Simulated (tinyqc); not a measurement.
Worked calculation: global model of a low-pressure process discharge: electron temperature, density, ion flux and ion energy. Computed by tinyqc, a small Python program that keeps every step. Command: `OMP_NUM_THREADS=1 python tinyqc.py 3114219 3114220 out.jsonl plasma walk`. One thread of a shared host (Intel(R) Xeon(R) Processor @ 2.30GHz), about 0.01 s of CPU time with the checks. Intermediate numbers are printed to about 5 digits and carried at full precision; extremes and crossings named in words are read from the listed rows.

Maxwellian electrons with temperature T_e in eV, one positive ion, no negative ions, uniform bulk density n; rate constants have the Arrhenius form.

Inputs (values chosen for the exercise, of the order of those of an inductive discharge in a simple atomic gas):
```
quantity                          value   unit
ion mass M                         35.5      u
ionisation prefactor K0         2.1e-14  m^3/s
ionisation energy E_iz             13.7     eV
excitation prefactor X0         8.5e-15  m^3/s
excitation energy E_ex             10.8     eV
elastic rate constant K_el      1.2e-13  m^3/s
ion-neutral cross section       9.4e-19    m^2
pressure p                          5.5     Pa
gas temperature T_g                 400      K
radius R                             22     cm
height L                             17     cm
absorbed power P                    350      W
bias power P_b                       43      W
radius of the biased electrode       10     cm
bias frequency                       60    MHz
mixing                              0.3      -
```

Constants: k_B = 1.380649e-23 J/K; e = 1.602176634e-19 C; u = 1.6605390666e-27 kg; m_0 = 9.1093837015e-31 kg; eps_0 = 8.8541878128e-12 F/m.

## Geometry factors

n_g = p/(k_B T_g); lambda_i = 1/(n_g sigma); h_L = 0.86/sqrt(3 + L/(2 lambda_i)), h_R = 0.8/sqrt(4 + R/lambda_i); A_eff = 2 pi R^2 h_L + 2 pi R L h_R; d_eff = pi R^2 L/A_eff.

gas density n_g = 9.9591e+20 1/m^3

ion mean free path = 0.10682 cm

h_L = 0.094641

h_R = 0.055211

A_eff = 417.55 cm^2

d_eff = 61.906 cm

Caution: at so short an ion path the formulas for h_L and h_R give way to the ambipolar-diffusion limit.

## A fixed-point cycle for T_e

Particle balance: K0 exp(-E_iz/T_e) n_g d_eff = u_B, u_B = sqrt(e T_e/M). Cycle: T_out = T sqrt(loss/creation) with loss/creation = u_B/(K0 exp(-E_iz/T) n_g d_eff); T -> T + mixing (T_out - T), kept between 0.3 and 60 eV, from 3 eV; stop at |T_out - T| < 1e-9 eV or after 60 steps.

Course:
```
step  T (eV)  T_out (eV)  residual (eV)
0     3.0000      0.4370    -2.5630e+00
1     2.2311      0.6630    -1.5681e+00
2     1.7607      1.1200    -6.4067e-01
3     1.5685      1.5614    -7.0625e-03
4     1.5664      1.5680     1.6559e-03
5     1.5668      1.5665    -3.9267e-04
6     1.5667      1.5668     9.2871e-05
7     1.5668      1.5667    -2.1979e-05
8     1.5668      1.5668     5.2007e-06
9     1.5668      1.5668    -1.2306e-06
10    1.5668      1.5668     2.9121e-07
11    1.5668      1.5668    -6.8908e-08
12    1.5668      1.5668     1.6306e-08
13    1.5668      1.5668    -3.8584e-09
14    1.5668      1.5668     9.1301e-10
```

last residual = 9.1301e-10 eV

Converged in 15 steps.

## Electron temperature

Root found by bracketing.

T_e = 1.5668 eV

Bohm velocity u_B = 2063.6 m/s

K_iz = 3.3471e-18 m^3/s

## Energy per pair and density

E_c = E_iz + (X0 exp(-E_ex/T_e) E_ex + K_el (3 m_0/M) T_e)/K_iz; wall potential V_s = (T_e/2) ln(M/(2 pi m_0)); E_T = E_c + 2 T_e + T_e/2 + V_s; n = P/(e u_B A_eff E_T); ion current density J = e h_L n u_B; ionised share n/n_g.

collisional loss per pair E_c = 44.132 eV

wall potential V_s = 7.2383 V

E_T = 55.287 eV

plasma density n = 4.5857e+11 1/cm^3

ion current density J = 1.4349 mA/cm^2

ionised share = 4.6045e-04

Collisions take 80 % of the power and the walls the rest. T_e came from the particle balance alone; the power sets only n.

## Biased electrode

All bias power goes to ions: V_b = P_b/(J pi r^2). Debye length at the sheath edge lambda_D = sqrt(eps_0 T_e/(e h_L n)); Child-law sheath s = (sqrt2/3) lambda_D (2 V/T_e)^(3/4), V = V_b + V_s; ion transit time tau_i = 3 s sqrt(M/(2 e V)); collisions in the sheath s/lambda_i.

bias voltage V_b = 95.391 V

lambda_D = 44.666 micrometre

sheath width s = 0.81535 mm

ion transit time = 103.56 ns

transit time over bias period = 6.2137

s/lambda_i = 0.76330

Ions take many periods to cross and see the mean voltage: a narrow energy distribution. Many ions collide in the sheath, which lowers their energy and widens their angles.

## Pressure series at fixed power

n_g = p/(k_B T_g), lambda_i = 1/(n_g sigma), K_iz = K0 exp(-E_iz/T_e), h_L = 0.86/sqrt(3 + L/(2 lambda_i)), h_R = 0.8/sqrt(4 + R/lambda_i), A_eff = 2 pi R^2 h_L + 2 pi R L h_R and d_eff = pi R^2 L/A_eff follow p. E_c = E_iz + (X0 exp(-E_ex/T_e) E_ex + K_el (3 m_0/M) T_e)/K_iz; E_T = E_c + (5/2) T_e + (T_e/2) ln(M/(2 pi m_0)); n = P/(e u_B A_eff E_T); J = e h_L n u_B. Pressures without a root below 2 E_iz are left out.

Against pressure:
```
p (Pa)  T_e (eV)  E_c (eV)  E_T (eV)  n (1/cm^3)  J (mA/cm^2)
0.1       5.2518    21.312    58.705  5.1413e+10       1.2692
0.2       3.7773    23.158    50.052  8.3470e+10       1.5180
0.5       2.7392    26.409    45.912  1.4389e+11       1.6910
1.0       2.2572    29.756    45.827  2.0970e+11       1.7123
2.0       1.9154    34.217    47.854  2.9665e+11       1.6503
5.0       1.5941    42.938    54.288  4.4212e+11       1.4609
10.0      1.4146    53.685    63.756  5.6036e+11       1.2458
20.0      1.2716    72.546    81.600  6.5022e+11       0.9741
```

T_e falls from 5.25 to 1.27 eV, n changes by a factor 12.6 and J by 0.77; in J = P h_L/(A_eff E_T), E_T changes by a factor 1.39 and is least at 1 Pa, between wall losses at high T_e and excitation losses at low T_e.

Checks made by the program: cycle against bracketing (relative difference 1e-10).
